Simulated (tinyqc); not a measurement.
# Resonant-tunnelling diode, transfer matrices and Tsu-Esaki current, step by step

Computed by the program tinyqc: `OMP_NUM_THREADS=1 python tinyqc.py 2600051 2600052 out.jsonl`, one thread of a shared Intel Xeon 2.30GHz, about 0.07 s for the whole run. Printed values are rounded.

Emitter (band edge 0), barrier d1, well Lw, barrier d2, spacer ds, collector (edge -V). The bias drops linearly over these layers and none in the contacts; each layer is cut into ns equal slices, flat at the value of their centres. E is the energy of motion across the layers, C = hbar^2/(2 m0), psi and psi'/m are continuous. Transport is coherent, T(E) is taken as independent of the transverse momentum, and charge in the well is ignored.

Inputs (values chosen for the exercise); masses and offsets close to those of GaN wells and AlGaN barriers:

| symbol | value | unit | meaning |
|---|---|---|---|
| T | 77 | K | temperature |
| mw | 0.2 | m0 | mass in the well, spacer and contacts |
| U1 | 0.59 | eV | barrier height |
| m1 | 0.27 | m0 | barrier mass |
| d1 | 1.2 | nm | emitter barrier |
| Lw | 2.7 | nm | well width |
| d2 | 1.2 | nm | collector barrier |
| ns | 2 |  | slices in each layer |
| ds | 2.1 | nm | undoped spacer after the collector barrier |
| Ef | 0.055 | eV | Fermi energy of both contacts above their band edges |
| V | 0.23 | V | bias of the collector |
| E | 0.03283 | eV | trial energy |

Constants: q = 1.602176634e-19 C, kB = 1.380649e-23 J/K, hbar = 1.054571817e-34 J s, m0 = 9.1093837015e-31 kg, Vt = kB T/q, hbar^2/(2 m0) = 0.0380998212 eV nm^2. Results are converted to the units shown.

## Slices under bias

U = edge of the layer - V x/Lt at the centre x of each slice, Lt the summed thickness.

| slice | U (eV) | m (m0) | width (nm) |
|---|---|---|---|
| 0 | 0.5804167 | 0.27 | 0.6 |
| 1 | 0.5612500 | 0.27 | 0.6 |
| 2 | -0.0598958 | 0.2 | 1.35 |
| 3 | -0.1030208 | 0.2 | 1.35 |
| 4 | 0.4558333 | 0.27 | 0.6 |
| 5 | 0.4366667 | 0.27 | 0.6 |
| 6 | -0.1796875 | 0.2 | 1.05 |
| 7 | -0.2132292 | 0.2 | 1.05 |

## Running product of the slice matrices at the trial energy

For the pair (psi, psi'/m) a flat layer has M = [[cos kd, (m/k) sin kd], [-(k/m) sin kd, cos kd]] with k = sqrt(m (E - U)/C) above its edge U, and M = [[cosh Kd, (m/K) sinh Kd], [(K/m) sinh Kd, cosh Kd]] with K = sqrt(m (U - E)/C) below it. Later slices stand to the left. With M acting on (psi, psi'/m) and v = k/m in each lead, T(E) = 4 vL vR/[(vL vR M12 - M21)^2 + (vR M11 + vL M22)^2]. vL = sqrt(mw E/C)/mw, vR = sqrt(mw (E + V)/C)/mw.

Product after each layer:

|  | M11 | M12 (nm) | M21 (1/nm) | M22 |
|---|---|---|---|---|
| barrier d1 | 5.292594 | 0.7133384 | 37.30407 | 5.216804 |
| well | 6.420734 | 0.9075985 | -42.19384 | -5.808536 |
| barrier d2 | 0.1419701 | 0.1142923 | -9.690965 | -0.7579215 |
| spacer | -1.398308 | -0.1722264 | 6.505513 | 0.08611891 |

T(E) = 0.3518571

## Transmission at three energies near the peak

three energies (eV): [0.031154, 0.031834, 0.032514]

The same product at each energy.

T(E) at these energies: [0.5186434, 0.5809938, 0.4325969]

## Breit-Wigner parameters from a parabola through 1/T(E)

Near a resonance 1/T(E) = (1/Tp) [1 + (2 (E - Er)/G)^2]. With y = 1/T(E) at E0 - h, E0, E0 + h: a = (y1 + y3 - 2 y2)/(2 h^2), b = (y3 - y1)/(2 h), Er = E0 - b/(2 a), 1/Tp = y2 - b^2/(4 a), G = 2 sqrt(1/(Tp a)), tau = hbar/G.

Er = 0.03167047 eV
Tp = 0.5888829
G = 2.806821 meV
tau = 234.5044 fs

The true maximum of T(E) lies at 0.031664 eV with height 0.5896 and full width 2.783 meV; the fitted G is 0.86 % above that width.

## Current from the resonance alone

J = J0 times the integral over E > 0 of T(E) N(E), N = ln[(1 + exp((Ef - E)/Vt))/(1 + exp((Ef - V - E)/Vt))], J0 = q^2 mw m0 kB T/(2 pi^2 hbar^3) (times 1e-4 for A/cm^2 per eV). For a sharp resonance J = J0 (pi G/2) Tp N(Er), with Er the peak energy, Tp the peak transmission and G the full width at half maximum (in eV). The three values given are estimates from a parabola through three points of 1/T(E).

J0 = 2.147611e7 A/(cm^2 eV)
N(Er) = 3.545235
J = 197.6806 kA/cm^2

The full integral over T(E) gives 186.1 kA/cm^2; the value above is 6.2 % above it. With the exact position, height and width of the peak (Er = 0.031664 eV, Tp = 0.5896, G = 2.783 meV) the formula is 5.5 % above it.
